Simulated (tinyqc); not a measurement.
Inside a calculation. Method: Hueckel theory of the pi electrons, for the molecule Bc1ccc2ccccc2c1 (SMILES; centres numbered as the heavy atoms are written). One step of it, computed by the program tinyqc.

Task: Energy, charges, bond orders. E = sum n x; q_r = z_r - P_rr; bond order p = P_rs; free valence = sqrt(3) - sum of p over the bonds of the atom.

x values: 2.311416  1.654793  1.309440  1.039249  0.636275  -0.518517  -0.786918  -1.197609  -1.347836  -1.772420  -2.327873

occupations: 2.000000  2.000000  2.000000  2.000000  2.000000  0.000000  0.000000  0.000000  0.000000  0.000000  0.000000

charge and bond-order matrix P:
```
            1B         2C         3C         4C         5C         6C         7C         8C
1B    0.097348   0.311388   0.140679  -0.050989  -0.097801   0.025537   0.077090   0.000654
2C    0.311388   1.037306   0.572969  -0.011587  -0.226374   0.006895   0.147546  -0.000234
3C    0.140679   0.572969   0.971197   0.733319   0.021681  -0.174894  -0.017679   0.156026
4C   -0.050989  -0.011587   0.733319   1.004464   0.549486  -0.002893  -0.166414   0.000219
5C   -0.097801  -0.226374   0.021681   0.549486   0.982448   0.557966   0.015005  -0.241064
6C    0.025537   0.006895  -0.174894  -0.002893   0.557966   1.001941   0.722273  -0.000185
7C    0.077090   0.147546  -0.017679  -0.166414   0.015005   0.722273   0.986751   0.603367
8C    0.000654  -0.000234   0.156026   0.000219  -0.241064  -0.000185   0.603367   1.000043
9C   -0.077909  -0.160663   0.017664   0.081376  -0.014887  -0.359970   0.013107   0.724381
10C  -0.035210  -0.007165  -0.235312   0.002557   0.515142  -0.001596  -0.238957   0.000084
11C   0.205904   0.688689  -0.043953  -0.351032   0.034923   0.078190  -0.029624  -0.169601

            9C        10C        11C
1B   -0.077909  -0.035210   0.205904
2C   -0.160663  -0.007165   0.688689
3C    0.017664  -0.235312  -0.043953
4C    0.081376   0.002557  -0.351032
5C   -0.014887   0.515142   0.034923
6C   -0.359970  -0.001596   0.078190
7C    0.013107  -0.238957  -0.029624
8C    0.724381   0.000084  -0.169601
9C    0.987020   0.552673   0.029473
10C   0.552673   1.001522   0.561611
11C   0.029473   0.561611   0.929961
```

Centres:
```
centre  z_r, pi electrons of the neutral centre          h
1B                                            0  -1.000000
2C                                            1   0.000000
3C                                            1   0.000000
4C                                            1   0.000000
5C                                            1   0.000000
6C                                            1   0.000000
7C                                            1   0.000000
8C                                            1   0.000000
9C                                            1   0.000000
10C                                           1   0.000000
11C                                           1   0.000000
```

Bonds:
```
i    j         k
1    2  0.700000
2    3         1
3    4         1
4    5         1
5    6         1
6    7         1
7    8         1
8    9         1
9   10         1
10  11         1
11   2         1
10   5         1
```

Give: pi energy = 10 alpha + this times beta; pi charges; Bond orders and lengths from R = 1.517 - 0.180 p; free valence of the carbons; gap between the highest filled and the next level.

Result:

pi energy = 10 alpha + this times beta = 13.902

pi charges: 1B -0.097, 2C -0.037, 3C 0.029, 4C -0.004, 5C 0.018, 6C -0.002, 7C 0.013, 8C 0.000, 9C 0.013, 10C -0.002, 11C 0.070

Bond orders and lengths from R = 1.517 - 0.180 p (angstrom, C-C alone):
```
bond       p      R
1-2    0.311      -
2-3    0.573  1.414
3-4    0.733  1.385
4-5    0.549  1.418
5-6    0.558  1.417
6-7    0.722  1.387
7-8    0.603  1.408
8-9    0.724  1.387
9-10   0.553  1.418
10-11  0.562  1.416
11-2   0.689  1.393
10-5   0.515  1.424
```

free valence of the carbons: 2C 0.159, 3C 0.426, 4C 0.449, 5C 0.109, 6C 0.452, 7C 0.406, 8C 0.404, 9C 0.455, 10C 0.103, 11C 0.482

gap between the highest filled and the next level = 1.155 |beta|
